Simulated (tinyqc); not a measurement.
Growth over eight decades: Cabrera-Mott growth of a thin oxide under its own electric field. Computed by tinyqc, a small Python program. Command: `OMP_NUM_THREADS=1 python tinyqc.py 3029983 3029984 out.jsonl cabrera walk`. One thread of a shared host (Intel(R) Xeon(R) Processor @ 2.30GHz), about 0.02 s of CPU time with the checks.

Electrons cross the film freely and set a fixed potential V across it; the field V/x lowers the barrier for ions entering the oxide.

Inputs (values chosen for the exercise, for a model metal):

| quantity | value | unit |
|---|---|---|
| barrier W | 1.27 | eV |
| Mott potential V | 0.54 | V |
| ion charge number z | 2 | - |
| half jump distance b | 1.3 | angstrom |
| prefactor u0 = N Omega nu | 3.1e+12 | angstrom/s |
| temperature T | 295 | K |
| starting thickness x0 | 3 | angstrom |

Backward hops: ignored.

Constants: k_B = 8.617333262e-05 eV/K.

Method:
- u = u0 exp(-W/(k_B T)), X1 = z b V/(k_B T) with V in volts and k_B T in eV; dx/dt = u exp(X1/x).
- t(x) = int_(x0)^x dx / (dx/dt) by Gauss-Legendre quadrature (80 points on each side of (x0 + 2 x)/3), solved for x.
- Closed form for thin films (leading term of the integral): x solves (x^2/(u X1)) exp(-X1/x) = t.

u = 6.23289e-10 angstrom/s

X1 = 55.2296 angstrom

Thickness:

| t (s) | x (angstrom) | 1/x (1/angstrom) | closed form (angstrom) |
|---|---|---|---|
| 1.00e+00 | 3.052 | 0.32761 | 2.863 |
| 1.00e+01 | 3.263 | 0.30647 | 3.209 |
| 1.00e+02 | 3.672 | 0.27230 | 3.642 |
| 1.00e+03 | 4.239 | 0.23589 | 4.201 |
| 1.00e+04 | 5.004 | 0.19986 | 4.944 |
| 1.00e+05 | 6.073 | 0.16467 | 5.973 |
| 1.00e+06 | 7.654 | 0.13064 | 7.472 |
| 1.00e+07 | 10.181 | 0.09822 | 9.806 |
| 1.00e+08 | 14.684 | 0.06810 | 13.775 |

Per decade of time the film gains 0.21 angstrom at first and 4.5 at the end. The inverse-logarithmic law predicts -X1 d(1/x)/d ln t near 1; the rows give 0.51 at first and 0.72 at the end. The closed form misses by at most 6.2 %, as it needs x well below X1 and above x0.

Extremes, crossings and ranges named in words are read from the listed rows.
